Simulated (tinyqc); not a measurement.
# Changing the density n2

Model: Hall effect and magnetoresistance of several carrier groups with constant relaxation times. Computed by tinyqc, a small Python program. Command: `OMP_NUM_THREADS=1 python tinyqc.py 3019704 3019705 out.jsonl hall2 sweep`. One thread of a shared host (Intel(R) Xeon(R) Processor @ 2.30GHz), about 0.01 s of CPU time with the checks.

Group 1 has charge -e and group 2 charge +e; s_i is that sign. B lies along z; mu B is formed with mu in m^2/(V s).

Inputs (values chosen for the exercise, for a model conductor):
```
quantity,value,unit
density n1,7.7e+13,1/cm^2
mobility mu1,160000,cm^2/(V s)
mobility mu2,19000,cm^2/(V s)
magnetic field B,1.8,T
```

Carriers: electrons and holes. Densities: per area (a thin layer).

Constants: e = 1.602176634e-19 C.

Method:
- sigma_xx = sum n_i e mu_i/(1 + mu_i^2 B^2); sigma_xy = sum s_i n_i e mu_i^2 B/(1 + mu_i^2 B^2).
- rho_xx = sigma_xx/(sigma_xx^2 + sigma_xy^2); Hall coefficient R_H = sigma_xy/(B (sigma_xx^2 + sigma_xy^2)), with B in V s/cm^2 (1 T = 1e-4 V s/cm^2); magnetoresistance MR = rho_xx(B)/rho_xx(0) - 1. Apparent density 1/(e |R_H|); Hall mobility |R_H|/rho_xx.
- Weak field: R_H(0) = sum s_i n_i mu_i^2/(e (sum n_i mu_i)^2); MR = c B^2 with c = n1 n2 mu1 mu2 (s1 mu1 - s2 mu2)^2/(n1 mu1 + n2 mu2)^2. Strong field: R_H = 1/(e sum s_i n_i); rho_xx saturates at (n1/mu1 + n2/mu2)/(e (sum s_i n_i)^2).

One run for each value:
```
density n2 (1/cm^2),Hall coefficient R_H (cm^2/C),R_H at weak field (cm^2/C),magnetoresistance MR (%),rho_xx (ohm)
2.30e+12,-8.3294e+04,-8.0453e+04,3.0647e+01,6.5954e-01
5.90e+12,-8.7019e+04,-7.9517e+04,8.5943e+01,9.3352e-01
1.50e+13,-9.7825e+04,-7.7222e+04,2.7827e+02,1.8731e+00
3.90e+13,-1.3804e+05,-7.1607e+04,1.5718e+03,7.9889e+00
9.90e+13,8.3774e+04,-5.9901e+04,6.9412e+03,3.0947e+01
2.50e+14,3.3673e+04,-4.0290e+04,6.5656e+02,2.7663e+00
6.50e+14,1.0716e+04,-1.7809e+04,1.5968e+02,6.5699e-01
1.70e+15,3.8253e+03,-4.2557e+03,5.2244e+01,2.1296e-01
4.30e+15,1.4750e+03,-2.9577e+02,1.9536e+01,7.9354e-02
1.10e+16,5.7098e+02,2.5482e+02,7.4720e+00,3.0308e-02
```

Over the rows, Hall coefficient R_H (cm^2/C) lies between -138000 and 83800 without a single trend; R_H at weak field (cm^2/C) rises from -80500 to 255; magnetoresistance MR (%) goes from 30.6 through a maximum among these rows, 6940 at 9.90e13, to 7.47. The weak-field R_H vanishes at n2 = n1 (mu1/mu2)^2 = 5.46e15, above n1, since each group counts with mu^2; at the given field the sign changes between 3.90e13 and 9.90e13.

Caution (all rows): mu B is well above 1, where Landau quantisation, left out here, shows at low temperature.

Extremes, crossings and ranges named in words are read from the listed rows.
